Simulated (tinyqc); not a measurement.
# Area and perimeter leakage from two diodes

Inverse problem. A square diode and a finger diode leak I = JA area + JP perimeter. Find JA, JP and the side of the square at which both parts are equal.

areas (um^2): 90000  71000
perimeters (um): 1200  29110
leakage currents (pA): 15.48  122.04900

Answer. Two linear equations give JA and JP; for a square of side a, JA a^2 = 4 JP a at a = 4 JP/JA.

JA = 1.20e-8 A/cm^2
JP = 3.90e-11 A/cm
side for equal parts = 130 um

Program tinyqc, `OMP_NUM_THREADS=1 python tinyqc.py 2290110 2290111 out.jsonl`; Intel Xeon 2.30GHz, shared host, one thread, about 0.01 s.
